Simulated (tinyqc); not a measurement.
What each parameter does: averaged masses of warped heavy- and light-hole bands.

Four-band hole energies E = c k^2 f(u), c = hbar^2/2m0, f = g1 -/+ 2 sqrt(g2^2 + 3 (g3^2 - g2^2) s), s = ux^2 uy^2 + uy^2 uz^2 + uz^2 ux^2 for the unit vector u; minus for heavy, plus for light holes; the mass along u is 1/f.

Grid: n x n midpoints in cos(theta) from 0 to 1 and phi from 0 to pi/2, equal weights. m_d = <f^(-3/2)>^(2/3). Conductivity mass for one scattering time: 1/m_c = <|w|^2 f^(-5/2)>/<f^(-3/2)> with w = grad_k(k^2 f)/(2 k), that is |w|^2 = f^2 + |angular gradient of f|^2/4.

Inputs chosen for the exercise (out of a larger set: near those of GaAs; not measured data): g1 = 6.91 (Luttinger gamma1); g2 = 2.04 (gamma2); g3 = 2.92 (gamma3).

n = 40.

Results for these values:
```
case  m_d heavy (m0)  m_c heavy (m0)  m_d light (m0)  m_c light (m0)
base          0.6283          0.4828          0.0828          0.0822
```

What happens to each result for g2 = 1.979, all else kept?

Answer: m_d heavy falls from 0.6283 to 0.6179; m_c heavy falls from 0.4828 to 0.4656; m_d light rises from 0.0828 to 0.0831; m_c light rises from 0.0822 to 0.0824.

The same for each parameter in turn:
```
case        m_d heavy (m0)  m_c heavy (m0)  m_d light (m0)  m_c light (m0)
base                0.6283          0.4828          0.0828          0.0822
g1 = 6.703          0.7311          0.5246          0.0843          0.0836
g2 = 1.979          0.6179          0.4656          0.0831          0.0824
g3 = 3.008          0.6943          0.4884          0.0821          0.0814
```

Run: tinyqc, `OMP_NUM_THREADS=1 python tinyqc.py 1081193 1081194 out.jsonl`; Intel(R) Xeon(R) Processor @ 2.30GHz, one thread, shared host; about 0.02 s of CPU time with all checks.
